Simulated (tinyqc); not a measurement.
Worked calculation: sp3 tight binding, zinc-blende lattice. One step of it, computed by the program tinyqc.

Problem. Levels at X. Diagonalise the Hermitian matrix.

H(k) at X (eV):
```
,a s,a px,a py,a pz,c s,c px,c py,c pz
a s,-15.070000,0.000000,0.000000,0.000000,0.000000,0.000000+6.241620i,0.000000,0.000000
a px,0.000000,-7.880000,0.000000,0.000000,0.000000-6.241620i,0.000000,0.000000,0.000000
a py,0.000000,0.000000,-7.880000,0.000000,0.000000,0.000000,0.000000,0.000000+7.931840i
a pz,0.000000,0.000000,0.000000,-7.880000,0.000000,0.000000,0.000000+7.931840i,0.000000
c s,0.000000,0.000000+6.241620i,0.000000,0.000000,-15.070000,0.000000,0.000000,0.000000
c px,0.000000-6.241620i,0.000000,0.000000,0.000000,0.000000,-7.880000,0.000000,0.000000
c py,0.000000,0.000000,0.000000,0.000000-7.931840i,0.000000,0.000000,-7.880000,0.000000
c pz,0.000000,0.000000,0.000000-7.931840i,0.000000,0.000000,0.000000,0.000000,-7.880000
```

Give: eigenvalues.

Solution.

eigenvalues (eV): -18.6779  -18.6779  -15.8118  -15.8118  -4.2721  -4.2721  0.0518  0.0518
